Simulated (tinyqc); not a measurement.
Ellipsoidal valleys in the axes of a wafer and a channel: sweeps and comparisons. A value that a table varies takes the place of the one given here.

Valleys with axes a along [111], [1-1-1], [-11-1] and [-1-11], one whole valley each; inverse mass tensor w = 1/mt + (1/ml - 1/mt) a a. Device axes: z = nz/|nz|, x = nx/|nx|, y = z cross x; in them a = (ax, ay, az). Confinement mass mz = 1/w_zz. In the plane w_ij is replaced by u_ij = w_ij - w_iz w_jz/w_zz (i, j = x, y); density-of-states mass md = 1/sqrt(det u); conductivity mass along x mc = 1/u_xx; ballistic transport mass mx = u_yy/det u, width mass my = 1/u_yy.

Hard walls: E_n = c (n pi/t)^2/mz, c = hbar^2/2m0, n = 1, 2, 3. Non-degenerate share of a valley proportional to md sum_n exp(-E_n/kT); mean 1/mc = sum of share/mc. 1 nm = 10 angstrom.

Constants: hbar^2/2m0 = 3.80998211 eV angstrom^2; kB = 8.617333262e-05 eV/K.

Parameters, chosen for this exercise (near those of the L valleys of Ge; shifted at random, so the results belong to these values and not to a real crystal):
- ml = 1.602 m0 (longitudinal mass)
- mt = 0.085 m0 (transverse mass)
- t = 2.7 nm (thickness of the film)
- T = 400 K (temperature)
- nz = (1, 0, 0) (surface normal (confinement))
- nx = (0, 1, 1) (channel direction)

## Wafer and channel orientation

For each face/channel: the lowest ladder (mz, number of valleys, md, E1, share) and the mean conductivity mass over all valleys.

Results:
```
face/channel     mz  valleys     md  E1 (meV)  share  mean mc
(100)/[011]   0.124        4  0.305     415.3  1.000   0.1578
(113)/[1-10]  0.301        1  0.196     171.5  0.999   0.0851
(110)/[1-10]  0.231        2  0.224     223.7  1.000   0.0850
(210)/[001]   0.197        2  0.242     262.1  1.000   0.3158
(001)/[110]   0.124        4  0.305     415.3  1.000   0.1578
(110)/[1-11]  0.231        2  0.224     223.7  1.000   0.1189
(111)/[1-10]  1.602        1  0.085      32.2  1.000   0.0850
```

What does this show?

The mean conductivity mass is lowest, 0.0850, for (110)/[1-10] and (111)/[1-10] and highest, 0.3158, for (210)/[001]; the bulk value is 0.1242. The confinement energy is lowest on the face with the heaviest mz ((111), 32 meV). The density of states of the lowest ladder, valleys times md, runs between 0.085 and 1.221; a small value limits the charge through the quantum capacitance. Rows with E1 above about 150 meV are beyond the parabolic range, and other valley families may lie lower.

## What each parameter does

Lowest E1, its share and the mean conductivity mass. Each row changes one parameter from the base and keeps the others.

Results:
```
case           lowest E1 (meV)   share  mean mc (m0)
base                    415.29  1.0000        0.1578
ml = 1.442 m0           416.49  1.0000        0.1566
mt = 0.094 m0           376.56  1.0000        0.1732
t = 2.43 nm             512.71  1.0000        0.1578
T = 360 K               415.29  1.0000        0.1578
```

How do the results move?

The largest shifts from the base row, up to three for each result and ties (the steps differ in size, so this ranks the rows, not the parameters). lowest E1 (meV): t +97.41, mt -38.73, ml +1.19; unchanged at the printed digits by T. share: unchanged at the printed digits by ml, mt, t and T. mean mc (m0): mt +0.0154, ml -0.0012; unchanged at the printed digits by t and T.

Computed by tinyqc, a small Python program: `OMP_NUM_THREADS=1 python tinyqc.py 1851035 1851036 out.jsonl` (the numbers bound the seed that draws the inputs); one thread of a shared host (Intel(R) Xeon(R) Processor @ 2.30GHz), about 0.01 s for the whole set of steps.
